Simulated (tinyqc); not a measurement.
Wannier exciton and Elliott formula: one step. Free pairs and excitons. Two cases, with inputs chosen for the exercise.

Question. Give K and f.

Saha balance n^2/n_x = K = (mu kB T/(4 pi c))^(3/2) exp(-Ry*/kB T) with n + n_x = N, 1s excitons only, equal spin counts for excitons and free pairs; free share f = 2/(1 + sqrt(1 + 4N/K)); c = hbar^2/2m0, Ry* = Ry mu/eps^2, 1/mu = 1/me + 1/mh, 1/angstrom^3 = 1e24/cm^3.

Constants: hbar^2/2m0 = 3.80998211 eV angstrom^2; kB = 8.617333262e-05 eV/K; Ry = 13.60569312 eV.

Case 1.

Values chosen (near those of InGaAs; not measured data): me = 0.041 m0 (electron mass); mh = 0.102 m0 (hole mass); eps = 13.6 (dielectric constant); N = 0.001 x 1e16/cm^3 (density of pairs); T = 300 K (temperature).

Case 2.

Values chosen (near those of Ge at its direct gap; not measured data): me = 0.038 m0 (electron mass); mh = 0.124 m0 (hole mass); eps = 16.4 (dielectric constant); N = 0.00018 x 1e16/cm^3 (density of pairs); T = 300 K (temperature).

Give: K; free share.

Answer.

Case 1.

K = 5.774 x 1e16/cm^3
free share = 0.9998

N a*^3 = 0.00015, below the Mott range of about 0.01 to 0.02.

Case 2.

K = 5.880 x 1e16/cm^3
free share = 1.000

N a*^3 = 4.8e-05, below the Mott range of about 0.01 to 0.02.

Computed by tinyqc, one run a case: `OMP_NUM_THREADS=1 python tinyqc.py N N+1 out.jsonl` with N = 1281424, 1281732; one thread of a shared Intel(R) Xeon(R) Processor @ 2.30GHz, about 0.01 s a run at most.
